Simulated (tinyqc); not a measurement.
# Double-gate transistor, scale length and short-channel effects: what changes with what

A body of thickness ts between two insulators of thickness ti and two tied gates. Below threshold the potential that source and drain add obeys Laplace's equation and vanishes on the gate. Its lowest mode decays along the channel as exp(-k y); k is the smallest positive root of the matching condition at the interface, and the scale length is Lambda = pi/k.

Parameters, values chosen for the exercise; permittivities: semiconductor close to that of silicon, insulator close to that of zirconium oxide: temperature T = 300 K; relative permittivity of the semiconductor eps_r = 11.9; relative permittivity of the insulator ei = 26.2; insulator thickness ti = 5.8 nm; body thickness ts = 14.4 nm; channel length L = 39 nm; potential of the source Vbi = 0.94 V; potential of the barrier top at threshold sT = 0.43 V; drain voltage Vds = 0.7 V.

Constants: q = 1.602176634e-19 C, kB = 1.380649e-23 J/K, Vt = kB T/q. Results are converted to the units shown.

Each table varies one quantity; the others keep the values above.

## Effect of the channel length

k is the smallest positive root of f(k) = ei cos(k ti) cos(k ts/2) - eps_r sin(k ti) sin(k ts/2). Along the channel psi(y) = s + a exp(y/l) + b exp(-y/l) with psi(0) = Vbi, psi(L) = Vbi + Vds and l = 1/k = Lambda/pi; with A = Vbi - s, B = A + Vds, x = exp(-L/l): a = (B - A x) x/(1 - x^2), b = (A - B x)/(1 - x^2). The minimum is s + 2 sqrt(a b), at y = (l/2) ln(b/a). The long-channel potential follows the gate as s = sT + (Vg - VTL)/m, and the threshold VT is the gate voltage at which the minimum equals sT. Swing = m Vt ln 10/g at threshold, g = d(minimum)/ds = 1 - (b x + a)/((1 + x) sqrt(a b)). DIBL = [VT(0.05 V) - VT(Vds)]/(Vds - 0.05 V). sT and Vbi are held fixed; m = 1.

The same in every row: Lambda (nm) = 20.98.

Result of one run:
```
L (nm)  L/Lambda  VT - VTL at Vds = 0.05 V (mV)  VT - VTL at Vds (mV)  DIBL (mV/V)  swing (mV/decade)
39         1.859                         -64.41                -95.54        47.89              67.31
```

What becomes of these results when the channel length L is changed from 39 to 47 nm, all else the same?

Result of the changed run:
```
L (nm)  L/Lambda  VT - VTL at Vds = 0.05 V (mV)  VT - VTL at Vds (mV)  DIBL (mV/V)  swing (mV/decade)
47         2.240                         -33.63                -49.70        24.71              63.61
```

The whole series:
```
L (nm)  L/Lambda  VT - VTL at Vds = 0.05 V (mV)  VT - VTL at Vds (mV)  DIBL (mV/V)  swing (mV/decade)
23         1.096                         -283.2                -426.4        220.2              93.28
28         1.335                         -170.8                -255.6        130.5              80.00
33         1.573                         -107.8                -160.6        81.22              72.51
39         1.859                         -64.41                -95.54        47.89              67.31
47         2.240                         -33.63                -49.70        24.71              63.61
56         2.669                         -16.64                -24.53        12.13              61.55
66         3.146                         -7.745                -11.40        5.623              60.47
79         3.766                         -2.900                -4.265        2.100              59.88
94         4.481                        -0.9399                -1.382       0.6799              59.64
```

From L = 23 to 94 nm, DIBL falls from 220 to 0.680 mV/V and the swing falls from 93.3 to 59.6 mV a decade (long-channel value 59.5). Between the last two rows the threshold shift at Vds decays with a length of 13.3 nm, against 2 Lambda/pi = 13.4 nm for a shift that goes as exp(-pi L/(2 Lambda)). DIBL first drops below 100 mV/V at L = 33 nm among the rows, L/Lambda = 1.6. For L = 23 to 28 nm L is under 1.5 Lambda, where higher modes, left out of the one-mode potential, count.

## Effect of the relative permittivity of the insulator

Same model as above.

Results:
```
ei   Lambda (nm)  L/Lambda  VT - VTL at Vds (mV)  DIBL (mV/V)  swing (mV/decade)
3.9        39.14    0.9965                -539.1        279.9              102.0
8.5        29.06     1.342                -251.8        128.6              79.70
12         25.93     1.504                -183.1        92.82              74.29
18         23.04     1.693                -128.7        64.83              69.97
27         20.84     1.872                -93.41        46.81              67.14
40         19.21     2.030                -70.92        35.41              65.33
```

Estimate the missing row, ei = 5.7.

Computed row:
```
ei   Lambda (nm)  L/Lambda  VT - VTL at Vds (mV)  DIBL (mV/V)  swing (mV/decade)
5.7        33.64     1.159                -370.2        190.6              88.93
```

With this row back in the table: As ei goes from 3.9 to 40, Lambda falls from 39.1 to 19.2 nm, DIBL falls from 280 to 35.4 mV/V and the swing falls from 102 to 65.3 mV a decade. On average Lambda goes as ei^(-0.31). For ei = 3.9 to 8.5 L is under 1.5 Lambda, where higher modes, left out of the one-mode potential, count.

Program tinyqc, `OMP_NUM_THREADS=1 python tinyqc.py 2420136 2420137 out.jsonl`; Intel Xeon 2.30GHz, shared host, one thread, about 0.01 s.
